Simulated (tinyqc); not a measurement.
Worked calculation: plane-wave Kohn-Sham cycle with exchange-only LDA in a layered model solid. One step of it, computed by the program tinyqc.

Question. Iteration 1: levels at that k. Diagonalise the Hermitian matrix.

H (hartree), order -2, -1, +0, +1, +2:
```
[[0.453440, -0.120000, 0.085000, 0.000000, 0.000000],
 [-0.120000, -0.035962, -0.120000, 0.085000, 0.000000],
 [0.085000, -0.120000, -0.199096, -0.120000, 0.085000],
 [0.000000, 0.085000, -0.120000, -0.035962, -0.120000],
 [0.000000, 0.000000, 0.085000, -0.120000, 0.453440]]
```

Give: eigenvalues.

Answer.

eigenvalues (hartree): [-0.2894, -0.1450, 0.0688, 0.4775, 0.5239]
